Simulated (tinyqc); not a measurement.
Bond-orbital model of a tetrahedral semiconductor (Harrison's universal couplings): one step. The three energies. Three cases, with inputs chosen for the exercise.

Problem. Form the hybrid levels, V1, V2 and V3.

Hybrid level eh = (es + 3 ep)/4; metallic energy V1 = (ep - es)/4 for each atom; covalent energy V2 = 3.22 hbar^2/(m d^2); polar energy V3 = (ehc - eha)/2; hbar^2/m = 2c, c = hbar^2/2m0. Polarity ap = V3/sqrt(V2^2 + V3^2), covalency ac = V2/sqrt(V2^2 + V3^2). p-p coupling at Gamma Exx = (4/3)(2.22 - 2 x 0.63) hbar^2/(m d^2) = 1.28 hbar^2/(m d^2), s-s coupling Ess = 4 x 1.32 hbar^2/(m d^2).

Constants: hbar^2/2m0 = 3.80998211 eV angstrom^2.

Give: hbar^2/(m d^2); hybrid levels; V1; V2, V3.

Case 1.

Values chosen (near tabulated values for InSb; the model gives trends, and its gaps can be far from the real ones; not measured data):
- esc = -10.19 eV (s level, cation)
- epc = -5.35 eV (p level, cation)
- esa = -16.22 eV (s level, anion)
- epa = -8.12 eV (p level, anion)
- d = 2.83 angstrom (bond length)

Solution.

hbar^2/(m d^2) = 0.9514 eV

hybrid levels (eV): cation -6.5600, anion -10.1450

V1 (eV): cation 1.2100, anion 2.0250

V2, V3 (eV): 3.0636  1.7925

Case 2.

Values chosen (near tabulated values for InP; the model gives trends, and its gaps can be far from the real ones; not measured data):
- esc = -10.21 eV (s level, cation)
- epc = -5.38 eV (p level, cation)
- esa = -19.18 eV (s level, anion)
- epa = -9.54 eV (p level, anion)
- d = 2.53 angstrom (bond length)

Solution.

hbar^2/(m d^2) = 1.1905 eV

hybrid levels (eV): cation -6.5875, anion -11.9500

V1 (eV): cation 1.2075, anion 2.4100

V2, V3 (eV): 3.8333  2.6812

Case 3.

Values chosen (near tabulated values for InAs; the model gives trends, and its gaps can be far from the real ones; not measured data):
- esc = -10.07 eV (s level, cation)
- epc = -5.38 eV (p level, cation)
- esa = -19 eV (s level, anion)
- epa = -8.93 eV (p level, anion)
- d = 2.61 angstrom (bond length)

Solution.

hbar^2/(m d^2) = 1.1186 eV

hybrid levels (eV): cation -6.5525, anion -11.4475

V1 (eV): cation 1.1725, anion 2.5175

V2, V3 (eV): 3.6019  2.4475

Computed by tinyqc, one run a case: `OMP_NUM_THREADS=1 python tinyqc.py N N+1 out.jsonl` with N = 1480182, 1480258, 1480464; one thread of a shared Intel(R) Xeon(R) Processor @ 2.30GHz, about 0.01 s a run at most.
